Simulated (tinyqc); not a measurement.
What each parameter does: tunnelling through a thin dielectric with one trap, as a tight-binding chain.

Hopping -t everywhere, t = c/(m a^2), c = hbar^2/2m0; lead sites at 2t (band bottom 0), barrier sites 1 to N at 2t + phi, and site j has U besides. No voltage. Leads give S = -t exp(ika) on sites 1 and N, cos(ka) = 1 - E/(2t). T = (2 t sin(ka))^2 |G_1N|^2, G = (E - H - S)^-1. In the barrier cosh(q a) = 1 + (phi - E)/(2t).

Resonance: the lowest eigenvalue of H + S(E), iterated until its real part equals E (40 rounds from Eb = phi + 2t - sqrt(4t^2 + U^2), the level in an endless barrier). With v the normalised squared amplitudes of that state, Gamma_L = 2 t sin(ka) v_1, Gamma_R = 2 t sin(ka) v_N; Breit-Wigner T = Gamma_L Gamma_R/((E - Er)^2 + (Gamma_L + Gamma_R)^2/4).

Constants: hbar^2/2m0 = 3.80998211 eV angstrom^2.

Parameters, chosen for this exercise (barrier and mass of the size used for Si3N4 on silicon; the results hold for these values, not for the real material): a = 3 angstrom (site spacing); m = 0.5 m0 (mass, the same in leads and barrier); phi = 1.96 eV (conduction edge of the barrier above that of the leads); N = 11 (barrier sites); j = 3 (site of the trap); U = -2.71 eV (extra energy on the trap site); E = 0.53 eV (electron energy).

Resonance and log10 T at E.

One parameter was then changed.

Results before and after:

| case | Er (eV) | Gamma_L (meV) | Gamma_R (meV) | log10 T |
|---|---|---|---|---|
| base | 0.4563 | 8.381 | 2.575e-06 | -8.141 |
| changed | 0.4563 | 8.381 | 2.115e-07 | -9.202 |

Which of these changes was made? (a) m = 0.46 m0; (b) U = -2.629 eV; (c) j = 4; (d) phi = 2.06 eV; (e) N = 12.

Answer: (e) N = 12. Of the candidates, run in turn, only this one gives the changed row.

All candidates:

| case | Er (eV) | Gamma_L (meV) | Gamma_R (meV) | log10 T |
|---|---|---|---|---|
| base | 0.4563 | 8.381 | 2.575e-06 | -8.141 |
| m = 0.46 m0 | 0.5230 | 11.85 | 8.417e-06 | -5.901 |
| phi = 2.06 eV | 0.5568 | 8.669 | 2.668e-06 | -7.588 |
| N = 12 | 0.4563 | 8.381 | 2.115e-07 | -9.202 |
| j = 4 | 0.4577 | 0.6921 | 3.162e-05 | -8.126 |
| U = -2.629 eV | 0.5250 | 9.430 | 3.944e-06 | -6.085 |

Computed by tinyqc, a small Python program: `OMP_NUM_THREADS=1 python tinyqc.py 1480445 1480446 out.jsonl` (the numbers bound the seed that draws the inputs); one thread of a shared host (Intel(R) Xeon(R) Processor @ 2.30GHz), about 0.07 s for the whole set of steps.
